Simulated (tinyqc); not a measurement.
Layer against dose: implant damage, amorphisation by cascade overlap, and solid-phase epitaxial regrowth. Computed by tinyqc, a small Python program. Command: `OMP_NUM_THREADS=1 python tinyqc.py 3111445 3111446 out.jsonl sper walk`. One thread of a shared host (Intel(R) Xeon(R) Processor @ 2.30GHz), about 0.01 s of CPU time with the checks.

Range and width of the damage are inputs. Dynamic annealing enters only through the surviving share f.

Inputs (values chosen for the exercise, modelled on germanium ions in germanium):

| quantity | value | unit |
|---|---|---|
| atomic density N | 44.2 | 1/nm^3 |
| ion Z1 | 32 | - |
| ion mass M1 | 72.6 | u |
| target Z2 | 32 | - |
| target mass M2 | 72.63 | u |
| ion energy E | 29 | keV |
| displacement energy E_d | 14 | eV |
| depth of the damage peak R_d | 14 | nm |
| width of the damage profile s_d | 7.1 | nm |
| share of defects that survive f | 0.61 | - |
| critical displaced share x_c | 0.13 | - |
| dose Q | 2.7e+15 | 1/cm^2 |

Constants: a_0 = 0.529177210903 angstrom; e^2/(4 pi eps_0) = 14.39964548 eV angstrom.

Method. Robinson partition: eps = E a M2/(Z1 Z2 (e^2/(4 pi eps_0)) (M1 + M2)), a = 0.8853 a_0/sqrt(Z1^(2/3) + Z2^(2/3)); k = 0.0793 Z1^(2/3) Z2^(1/2) (M1 + M2)^(3/2)/((Z1^(2/3) + Z2^(2/3))^(3/4) M1^(3/2) M2^(1/2)); damage energy T_d = E/(1 + k (eps + 0.40244 eps^(3/4) + 3.4008 eps^(1/6))); displacements nu = 0.8 T_d/(2 E_d). Displaced share x(z) = f nu Q exp(-(z - R_d)^2/(2 s_d^2))/(sqrt(2 pi) s_d N); the layer is amorphous where x > x_c, between R_d -/+ s_d sqrt(2 ln(x_max/x_c)), the upper edge being cut at the surface. Threshold dose Q_c = Q x_c/x_max.

threshold dose Q_c = 2.82218e+13 1/cm^2

displacements per ion nu = 594.018

Dose series; the last column is f nu Q erfc((z2 - R_d)/(sqrt2 s_d))/2:

| Q (1/cm^2) | x_max | upper edge (nm) | lower edge (nm) | displaced atoms beyond z2 (1/cm^2) |
|---|---|---|---|---|
| 3.10e+13 | 0.1428 | 10.923 | 17.077 | 3.7336e+15 |
| 4.23e+13 | 0.1948 | 7.612 | 20.388 | 2.8226e+15 |
| 7.06e+13 | 0.3252 | 4.385 | 23.615 | 2.2470e+15 |
| 1.13e+14 | 0.5205 | 2.173 | 25.827 | 1.9607e+15 |
| 1.98e+14 | 0.9121 | 0.000 | 28.015 | 1.7359e+15 |
| 3.39e+14 | 1.5616 | 0.000 | 29.831 | 1.5824e+15 |
| 7.06e+14 | 3.2521 | 0.000 | 32.016 | 1.4280e+15 |
| 1.41e+15 | 6.4950 | 0.000 | 33.858 | 1.3182e+15 |

A dose 45 times larger moves the lower edge from 17.1 to 33.9 nm, as the root of a logarithm, and the damage beyond it falls by a factor 2.8, since the edge lies on an ever steeper tail. The layer reaches the surface at Q_c exp(R_d^2/(2 s_d^2)) = 1.97e14 per cm^2.

Extremes, crossings and ranges named in words are read from the listed rows.
